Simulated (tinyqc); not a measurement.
Hueckel theory of the pi electrons with the omega technique, for the molecule C1=CC=CN=CC=C1 (SMILES; centres numbered as the heavy atoms are written), step by step. Computed by tinyqc, a small Python program that keeps every step. Settings: charge = 0, omega = 1.0, damping = 0. Command: `OMP_NUM_THREADS=1 python tinyqc.py 27972 27973 out.jsonl` (the two numbers bound the seeds that draw the settings). One thread of a shared host (Intel(R) Xeon(R) Processor @ 2.60GHz), about 0.01 s of CPU time with the checks.

Centres:
```
centre,"z_r, pi electrons of the neutral centre",h
1C,1,0.0000
2C,1,0.0000
3C,1,0.0000
4C,1,0.0000
5N,1,0.5000
6C,1,0.0000
7C,1,0.0000
8C,1,0.0000
```

Bonds:
```
i,j,k
1,2,1
2,3,1
3,4,1
4,5,1
5,6,1.0000
6,7,1
7,8,1
8,1,1
```

Each round sets h_r = h_r(0) + omega (z_r - P_rr), keeping the share named as damping of the old diagonal; repeat until output and input diagonals agree to 1e-6.

Rounds:
```
round,sum n x,largest |h(out) - h(in)|
1,10.3310,4.40e-01
2,10.6779,7.11e-01
3,11.3175,8.00e-01
4,11.1905,8.62e-01
5,11.5798,8.97e-01
6,11.2996,9.13e-01
7,11.6301,9.20e-01
8,11.3194,9.23e-01
9,11.6391,9.24e-01
10,11.3230,9.24e-01
11,11.6406,9.25e-01
12,11.3236,9.25e-01
13,11.6409,9.25e-01
14,11.3237,9.25e-01
15,11.6410,9.25e-01
16,11.3237,9.25e-01
17,11.6410,9.25e-01
18,11.3237,9.25e-01
19,11.6410,9.25e-01
20,11.3237,9.25e-01
21,11.6410,9.25e-01
22,11.3237,9.25e-01
23,11.6410,9.25e-01
24,11.3237,9.25e-01
25,11.6410,9.25e-01
26,11.3237,9.25e-01
27,11.6410,9.25e-01
28,11.3237,9.25e-01
29,11.6410,9.25e-01
30,11.3237,9.25e-01
31,11.6410,9.25e-01
32,11.3237,9.25e-01
33,11.6410,9.25e-01
34,11.3237,9.25e-01
35,11.6410,9.25e-01
36,11.3237,9.25e-01
37,11.6410,9.25e-01
38,11.3237,9.25e-01
39,11.6410,9.25e-01
40,11.3237,9.25e-01
```

Can the last value be used, and what does the course show?

Not by the stop rule. Not converged within 40 rounds: the residual has stopped falling: the iteration swings between two states. Reruns: damping 0.5: not converged; damping 0.8: not converged.
